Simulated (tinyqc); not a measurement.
From results back to parameters: six-band Luttinger-Kohn model with strain. Two cases, with inputs chosen for the exercise.

Problem. A layer on a (001) face has exx = eyy = e_par and ezz = -2 (C12/C11) e_par. Its valence edges are E(HH) = -P - Q and E(LH), E(SO) = -P + (Q - Dso +/- sqrt(Dso^2 + 2 Dso Q + 9 Q^2))/2 with P = -av tr(e), Q = -(b/2)(exx + eyy - 2 ezz), counted from the unstrained top.

Find: ezz; P; Q; av; b.

Method. The three edges add up to -3 P - Dso, which gives P; E(HH) then gives Q; av = -P/tr(e) and b = -Q/(e_par - ezz).

Case 1.

Values chosen (near those of GaSb; not measured data): Dso = 0.763 eV (spin-orbit splitting); C11 = 87.7 GPa; C12 = 40.5 GPa; e_par = 0.0134 (in-plane strain of a (001) layer).

E(HH), E(LH), E(SO) (eV): -0.0397558  0.0692457  -0.7578730

Solution.

ezz = -0.012376
P = -0.01154 eV
Q = 0.05129 eV
av = 0.80 eV
b = -1.99 eV

Case 2.

Values chosen (near those of GaSb; not measured data): Dso = 0.765 eV (spin-orbit splitting); C11 = 88.4 GPa; C12 = 40.6 GPa; e_par = 0.0155 (in-plane strain of a (001) layer).

E(HH), E(LH), E(SO) (eV): -0.0464923  0.0823035  -0.7600785

Solution.

ezz = -0.014238
P = -0.01358 eV
Q = 0.06007 eV
av = 0.81 eV
b = -2.02 eV

Computed by tinyqc, one run a case: `OMP_NUM_THREADS=1 python tinyqc.py N N+1 out.jsonl` with N = 1080095, 1080096; one thread of a shared Intel(R) Xeon(R) Processor @ 2.30GHz, about 0.03 s a run at most.
